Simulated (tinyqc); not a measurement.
Floating body of a partially depleted SOI transistor: body voltage and kink: one step of the calculation.

Source at 0 V. Channel current Ic = 2 nf K Vt^2 [F(0) - F(Vd)](1 + la Vd), F(V) = ln^2(1 + exp((Vg - VT - nf V)/(2 nf Vt))), VT = VT0 - gb Vb. Saturation voltage Vs = 2 Vt sqrt(F(0)) + 3 Vt, excess Ve = (Vd - Vs + sqrt((Vd - Vs)^2 + 0.0004 V^2))/2, multiplication M1 = Ai Ve exp(-Bl/Ve). Each junction passes D(v) = J1 (exp(v/Vt) - 1) + J2 (exp(v/(2 Vt)) - 1). Bipolar current Ib = bb J1 (exp(Vb/Vt) - 1). The body settles where M1 (Ic + Ib) = D(Vb) + D(Vb - Vd) + Vb/Rb; drain current Id = (1 + M1)(Ic + Ib) - D(Vb - Vd).

Task. New Vb. Current into the body I_in = M1 (Ic + Ib) - D(Vb - Vd), current out I_out = D(Vb) + Vb/Rb; f = ln(I_in/I_out), s = df/dVb by central differences over 1e-5 V, Vb(new) = Vb - f/s.

Values chosen for this exercise; values of the order met in partially depleted silicon-on-insulator transistors:
- T = 398 K (temperature)
- VT0 = 0.44 V (threshold at zero body voltage)
- gb = 0.14 (fall of the threshold per volt of body voltage)
- nf = 1.22 (slope factor)
- K = 140 uA/(V^2 um) (gain factor per width)
- la = 0.06 1/V (channel-length modulation factor)
- Ai = 2.38 1/V (impact-ionisation prefactor)
- Bl = 8.2 V (impact-ionisation voltage)
- J1 = 5.4e-9 uA/um (diffusion saturation current of each junction)
- J2 = 3.4e-6 uA/um (recombination saturation current of each junction)
- bb = 3 (gain of the lateral bipolar transistor on the diffusion current)
- Rb = 1e9 kohm um (resistance of a weak body tie to the source (1e9 stands for no tie, and the term is then dropped))
- Vg = 0.78 V (gate voltage)
- Vd = 1.1 V (drain voltage)

Constants: q = 1.602176634e-19 C, kB = 1.380649e-23 J/K, Vt = kB T/q. Results are converted to the units shown.

Vb after iteration 1 = 0.22970590 V

Wanted: Ic; Ve; M1; I_in; I_out; f; s; Vb after iteration 2.

Result.

Ic = 8.516 uA/um
Ve = 0.6914 V
M1 = 1.163e-5
I_in = 1.025e-4 uA/um
I_out = 9.776e-5 uA/um
f = 0.04690
s = -17.06 1/V
Vb after iteration 2 = 0.2325 V

Range of the model: The multiplication law is an empirical form chosen for the exercise; self-heating and capacitive coupling to the body are left out, and the linear laws are rough once Vb passes about 0.7 V or M1 about 0.1.

Computed by the program tinyqc: `OMP_NUM_THREADS=1 python tinyqc.py 2182199 2182200 out.jsonl`, one thread of a shared Intel Xeon 2.30GHz, about 0.2 s for the whole run.
